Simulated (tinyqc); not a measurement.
Read current of a NAND string, cells in series solved by shooting: one step of the calculation.

Cells in series, numbered from 0 at the source line (0 V) to the bit line, each followed by a gap resistance Rg. A cell with gate Vg, threshold VT, source Vs and drain Vd passes I = 2 nf K Vt^2 [F(Vs) - F(Vd)]/(1 + th max(Vg - VT, 0)), F(V) = ln^2(1 + exp((Vg - VT - nf V)/(2 nf Vt))). The selected cell has Vg = Vr, the others Vg = Vp.

Question. Node voltages for a trial current. For a trial current I start at 0 V and, cell by cell (the selected one is cell 2), solve for the drain: sqrt(F(Vd)) = sqrt(F(Vs) - I/k), k = 2 nf K Vt^2/(1 + th max(Vg - VT, 0)), Vd = [Vg - VT - 2 nf Vt ln(exp(sqrt F) - 1)]/nf, then add I Rg.

Inputs (values chosen for the exercise); values of the order met in vertical NAND strings: temperature T = 300 K; gain factor of a cell K = 14 uA/V^2; slope factor nf = 1.7; mobility reduction factor th = 0.15 1/V; resistance of the gap between cells Rg = 9.2 kohm; bit-line voltage Vbl = 0.3 V; pass voltage Vp = 6.6 V; read voltage on the selected word line Vr = 3.89 V.

Constants: q = 1.602176634e-19 C, kB = 1.380649e-23 J/K, Vt = kB T/q. Results are converted to the units shown.

second trial current = 1.2 uA
thresholds from the source end, cell 0 to 4 (V): -2.3  -2.3  2.3  4.1  4.1

Give: node voltage after each cell and gap, trial 2.

Answer.

node voltage after each cell and gap, trial 2, cell 0 to 4 (V): 0.033576  0.067299  0.15354  0.21831  0.28600

Program tinyqc, `OMP_NUM_THREADS=1 python tinyqc.py 2142160 2142161 out.jsonl`; Intel Xeon 2.30GHz, shared host, one thread, about 0.3 s.
